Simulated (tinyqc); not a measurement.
# Worked calculation: front-illuminated p-i-n photodiode, quantum efficiency and bandwidth

Numbers from tinyqc (`OMP_NUM_THREADS=1 python tinyqc.py 2250018 2250019 out.jsonl`; about 0.01 s on one thread of a shared Intel Xeon 2.30GHz). Printed values are rounded.

Light enters through a p layer (0 to xp), a depleted layer (xp to xp + wi) and a thick n substrate, decaying as exp(-al x); one pass, no back reflection. Carriers made in the depleted layer are all collected; those in the neutral layers diffuse.

Values chosen for this exercise; values close to those of silicon at this wavelength: wavelength lam = 1000 nm; absorption coefficient al = 62.9 1/cm; reflectance of the front face Rf = 0.3; relative permittivity eps_r = 11.3; thickness of the front p layer xp = 0.18 um; thickness of the depleted layer wi = 60 um; electron diffusion coefficient in the p layer Dn = 6.5 cm^2/s; electron diffusion length in the p layer Ln = 12 um; recombination velocity of the front surface S = 6e5 cm/s; hole diffusion length in the thick n substrate Lp = 0.68 um; electron drift velocity ve = 1e7 cm/s; hole drift velocity vh = 6.9e6 cm/s; diameter dia = 18 um; load resistance RL = 50 ohm; parasitic capacitance Cp = 70 fF; modulation frequency f = 0.61 GHz.

Constants: q = 1.602176634e-19 C, h = 6.62607015e-34 J s, c = 299792458 m/s, eps0 = 8.8541878128e-14 F/cm where lengths are in cm. Results are converted to the units shown.

## Quantum efficiency

k = al Ln, s = S Ln/Dn, e = exp(-al xp); front layer f1 = (k/(k^2 - 1)) {[s + k - e (s cosh(xp/Ln) + sinh(xp/Ln))]/[s sinh(xp/Ln) + cosh(xp/Ln)] - k e}; depleted layer f2 = e (1 - exp(-al wi)); substrate f3 = e exp(-al wi) al Lp/(1 + al Lp); external efficiency (1 - Rf)(f1 + f2 + f3); responsivity = efficiency q lam/(h c).

s = 110.769
f1 = 7.78261e-4
f2 = 0.314003
f3 = 0.00291683
external efficiency = 0.222388
responsivity = 0.179368 A/W

The front layer absorbs 0.113 % of the light that enters and collects 68.8 % of that. Diffusion from the neutral layers makes up 1.16 % of the current.

## Response at one frequency

Drift response for pairs made in the depleted layer, a = al wi, g = 1 - exp(-a), u = 2 pi i f, te = wi/ve, th = wi/vh: electrons He = [g - a (exp(-a) - exp(-u te))/(u te - a)]/(u te g), holes Hh = [g - a (1 - exp(-a - u th))/(a + u th)]/(u th g); C = eps0 eps_r pi (dia/2)^2/wi + Cp; total |He + Hh|/sqrt(1 + (2 pi f RL C)^2), for the current of the depleted layer alone.

te = 600 ps
th = 869.565 ps
He = 0.325860-0.318987i
Hh = 0.180122-0.293734i
|He + Hh| = 0.794636
C = 70.4243 fF
total response = 0.794563

The drift response alone falls to 1/sqrt(2) at 0.751 GHz and the RC term alone at 45.2 GHz; together they give 0.751 GHz.
